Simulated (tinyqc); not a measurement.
Planar ballistic transistor, top-of-the-barrier model: course of the iteration: self-consistent potential at the barrier top.

At the top of the source barrier, states moving towards the drain are filled by the source (Fermi level 0) and states moving back by the drain (Fermi level -q Vd); nothing scatters. U is the shift of the band edge there, set by the capacitances CG, CD and CS (the total) and by the charge. Parabolic two-dimensional band; the source is grounded.

eta1 = -(E0 + U)/Vt, eta2 = eta1 - Vd/Vt, n = (N0/2)[F_0(eta1) + F_0(eta2)], F_0(x) = ln(1 + exp x). U(out) = UL + q (n - n0)/CS. U(new) = U(out).

Stop when U changes by less than 1e-9 eV, or after 25 iterations.

Parameters, values chosen for the exercise; mass and valleys close to those of a monolayer dichalcogenide: temperature T = 350 K; band edge at the barrier top above the source Fermi level at zero bias E0 = 0.33 eV; drain voltage Vd = 0.2 V.

Constants: q = 1.602176634e-19 C, kB = 1.380649e-23 J/K, Vt = kB T/q. Results are converted to the units shown.

U at the start (U = UL) = -0.3888 eV
N0 = 1.23723e13 cm^-2
CS = 1.18477 uF/cm^2
n0 = 2.19106e8 cm^-2
UL = -0.3888 eV

Course of the iteration:
```
iteration     U (eV)  |change| (eV)
1            1.36113           1.75
2          -0.388830           1.75
3            1.36186           1.75
4          -0.388830           1.75
5            1.36186           1.75
6          -0.388830           1.75
7            1.36186           1.75
8          -0.388830           1.75
9            1.36186           1.75
...              ...            ...
17           1.36186           1.75
18         -0.388830           1.75
19           1.36186           1.75
20         -0.388830           1.75
21           1.36186           1.75
22         -0.388830           1.75
23           1.36186           1.75
24         -0.388830           1.75
25           1.36186           1.75
```

Did this iteration meet its convergence test, and what does its course show?

No. Not converged within 25 iterations. The value swings between -0.3888 and 1.362 for good. At the solution, U = -0.2726 eV, the quantum capacitance is 3.60 times CS, and dU(out)/dU = -CQ/CS: its size exceeds one, so plain substitution overshoots further each time near the root. A rerun with Newton steps converges in 7 iterations.

Program tinyqc, `OMP_NUM_THREADS=1 python tinyqc.py 2400172 2400173 out.jsonl`; Intel Xeon 2.30GHz, shared host, one thread, about 0.02 s.
